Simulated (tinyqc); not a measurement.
Capacitance measurement on a leaky thin oxide: effects of series resistance and leakage: one step of the calculation.

The device is a capacitance C in parallel with a leakage conductance G, in series with Rs and Ls. An impedance meter reports either a parallel pair (Cp, Gp) from Y = 1/Z = Gp + i w Cp or a series pair (Cs, Rm) from Z = Rm + 1/(i w Cs); w = 2 pi f, dissipation D = Gp/(w |Cp|).

Problem. True capacitance and conductance. EOT = 3.9 tox/eox; CET = EOT + zc + zp; C = 3.9 eps0 A/CET; G = Jg A/Vs.

Parameters, values chosen for the exercise; values of the order met in thin-oxide MOS capacitors: relative permittivity of the gate insulator (close to hafnium oxide) eox = 21.7; insulator thickness tox = 8.1 nm; gate area A = 10000 um^2; oxide-equivalent thickness added by the accumulation layer zc = 0.54 nm; oxide-equivalent thickness added by gate depletion zp = 0 nm; gate leakage current density, not matched to the thickness Jg = 0.00037 A/cm^2; voltage for an e-fold rise of the leakage Vs = 0.31 V.

Constants: eps0 = 8.8541878128e-14 F/cm where lengths are in cm. Results are converted to the units shown.

Find: EOT; CET; C; G.

Solution.

EOT = 1.4558 nm
CET = 1.9958 nm
C = 173.02 pF
G = 0.11935 uS

Numbers from tinyqc (`OMP_NUM_THREADS=1 python tinyqc.py 2022051 2022052 out.jsonl`; about 0.01 s on one thread of a shared Intel Xeon 2.30GHz).
